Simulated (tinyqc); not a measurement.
Inside a calculation. Model: off-state leakage of single and stacked transistors.

tinyqc, about 0.03 s, one thread, Intel Xeon 2.30GHz (shared host): `OMP_NUM_THREADS=1 python tinyqc.py 2242001 2242002 out.jsonl` Printed values are rounded.

n-channel devices of unit width. Subthreshold current I(Vg, Vs, Vd) = I0 (T/300 K)^0.5 exp[(Vg - Vs - VT(T) - gb (Vs - Vb) + dd (Vd - Vs))/(nf Vt)] (1 - exp(-(Vd - Vs)/Vt)), VT(T) = VT - cT (T - 300 K). Gate-edge tunnelling Ig (Vd/1 V) exp(ag (Vd - 1 V)), for a gate at 0 V, and band-to-band leakage Ab u exp(-Bb/u), u = Vd - Vb + 1 V, flow at a drain held at V; both are taken as independent of T. In a stack of off transistors (all gates at 0 V) the same subthreshold current passes through each.

Parameters, values chosen for the exercise; values of the order met in bulk silicon logic transistors:

| symbol | value | unit | meaning |
|---|---|---|---|
| T | 300 | K | temperature |
| V | 0.9 | V | supply voltage |
| VT | 0.46 | V | threshold at 300 K, zero drain and body bias |
| cT | 0.8 | mV/K | fall of the threshold with temperature |
| I0 | 0.7 | uA/um | current at threshold at 300 K |
| nf | 1.27 |  | slope factor |
| dd | 0.13 |  | drain-induced lowering per volt |
| gb | 0.24 |  | rise of the threshold per volt of source-body bias |
| Ig | 7e-5 | uA/um | gate-edge tunnelling current at 1 V |
| ag | 4.8 | 1/V | exponential slope of the gate current |
| Ab | 10 | uA/(um V) | prefactor of band-to-band leakage at the drain |
| Bb | 29 | V | its exponential voltage |
| Vb | -0.3 | V | body voltage |

Constants: q = 1.602176634e-19 C, kB = 1.380649e-23 J/K, Vt = kB T/q. Results are converted to the units shown.

## Leakage of one transistor

Vg = Vs = 0, Vd = V; effective threshold VT(T) - gb Vb - dd V.

effective threshold = 0.415 V
parts (nA/um): subthreshold 0.002267649, gate edge 0.03898335, band-to-band 0.04146024
total = 0.08271124 nA/um
shares (%): subthreshold 2.741646, gate edge 47.13187, band-to-band 50.12648

The band-to-band part is the largest.

## Starting value

Vx = dd V/(1 + gb + 2 dd), the solution for Vx well above Vt, rounded to three decimals.

Vx at the start = 0.078 V

## Iteration 1: new Vx

Stack of two, Vx the node between them: I_low = I(0, 0, Vx), I_up = I(0, Vx, V), f = ln(I_up/I_low), f' = -(1 + gb + 2 dd)/(nf Vt) - 1/(Vt (exp(Vx/Vt) - 1)) - 1/(Vt (exp((V - Vx)/Vt) - 1)), Vx(new) = Vx - f/f'.

I_low = 8.322719e-5 nA/um
I_up = 8.750986e-5 nA/um
f = 0.05017738
f' = -47.67755 1/V
Vx after iteration 1 = 0.07905243 V

## Iteration 2: new Vx

As before.

I_low = 8.374629e-5 nA/um
I_up = 8.374999e-5 nA/um
f = 4.417147e-5
f' = -47.59423 1/V
Vx after iteration 2 = 0.07905336 V

## Course of the iteration

Stop when the step is below 1e-11 V, or after 40 iterations.

Course of the iteration:
```
iteration  Vx before the step (V)  step (V)
1                           0.078   1.05e-3
2                      0.07905243   9.28e-7
3                      0.07905336  7.00e-13
```

Converged in 3 iterations. The subthreshold current of the stack is 8.375e-5 nA/um, 27.1 times less than that of one transistor (the drain leakage is unchanged); the estimate exp[dd V (1 + gb + dd)/((1 + gb + 2 dd) nf Vt)] gives 25.9.
